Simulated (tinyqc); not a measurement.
The three schemes as the step is halved: finite-difference solution of the diffusion equation on a small grid. Computed by tinyqc, a small Python program. Command: `OMP_NUM_THREADS=1 python tinyqc.py 3005469 3005470 out.jsonl fdiff walk`. One thread of a shared host (Intel(R) Xeon(R) Processor @ 2.30GHz), about 0.01 s of CPU time with the checks.

dC/dt = D d2C/dx2 on nodes x_j = j dx, j = 0..11; the far end is sealed.

Inputs (values chosen for the exercise): diffusivity D = 7.5 nm^2/s; grid spacing dx = 50 nm; time step dt = 950 s; final time t_f = 7600 s.

Boundary at x = 0: sealed surface. Scheme: implicit.

start values C_j, j = 0, 1, ... (% of a reference): [28.7, 69.1, 100, 55.9, 38.9, 3.81, 0, 0, 0, 0, 0, 0]

Method:
- The operator M acts as (M C)_j = C_(j-1) - 2 C_j + C_(j+1); at the sealed far end a mirror node gives 2 C_(N-2) - 2 C_(N-1); at j = 0, a mirror node gives 2 C_1 - 2 C_0.
- r = D dt/dx^2.
- The mode of M with eigenvalue mu has its amplitude multiplied per step by g = (1 + (1 - theta) r mu)/(1 - theta r mu), with theta = 0 explicit, 1 implicit, 1/2 Crank-Nicolson; the explicit scheme is stable for r up to 2/|mu_min|.
- With r = D dt/dx^2: (1 - theta r M) C(new) = (1 + (1 - theta) r M) C(old); theta = 0 explicit, 1 implicit, 1/2 Crank-Nicolson.
- Each run reaches t_f in n equal steps; errors are the largest difference from exp(M D t_f/dx^2) C(0). A dash marks unstable explicit runs.

largest stable r of the explicit scheme = 0.5

Largest error at t_f (%):
```
steps n       r  explicit  implicit  Crank-Nicolson
4        5.7000         -    2.6283      9.8110e+00
8        2.8500         -    1.3416      5.4068e-01
16       1.4250         -    0.6766      1.4021e-02
32       0.7125         -    0.3399      3.5150e-03
64       0.3563   0.17125    0.1703      8.7904e-04
128      0.1781   0.08550    0.0853      2.1978e-04
256      0.0891   0.04272    0.0427      5.4946e-05
```

From the last two rows, halving the step divides the error by 2.00 (explicit), 2.00 (implicit), 4.00 (Crank-Nicolson): a factor 2 marks first order in dt and 4 second order. The explicit scheme needs n of at least 46 to be stable; the other two are stable at any step.

Extremes, crossings and ranges named in words are read from the listed rows.
